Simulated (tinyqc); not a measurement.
# Threshold spread from leakage statistics

Inverse problem. VT is Gaussian with standard deviation s and Ioff goes as exp(-VT/(n Vt)), so Ioff is log-normal: mean/median = exp(w^2/2) with w = s/(n Vt). Find w, s, the relative standard deviation sqrt(exp(w^2) - 1) and the share of devices that leak more than the mean, erfc(w/(2 sqrt(2)))/2.

Values chosen for this exercise:

| symbol | value | unit | meaning |
|---|---|---|---|
| T | 273 | K | temperature |
| n | 1.34 |  | subthreshold factor |

Constants: q = 1.602176634e-19 C, kB = 1.380649e-23 J/K, Vt = kB T/q. Results are converted to the units shown.

mean/median of the off current = 1.0801642

Solution. w = sqrt(2 ln(mean/median)); the mean lies w/2 standard deviations out in ln Ioff.

w = 0.393
s = 12.4 mV
relative standard deviation = 0.408
share above the mean = 42.2 %

Computed by the program tinyqc: `OMP_NUM_THREADS=1 python tinyqc.py 2090087 2090088 out.jsonl`, one thread of a shared Intel Xeon 2.30GHz, about 0.01 s for the whole run.
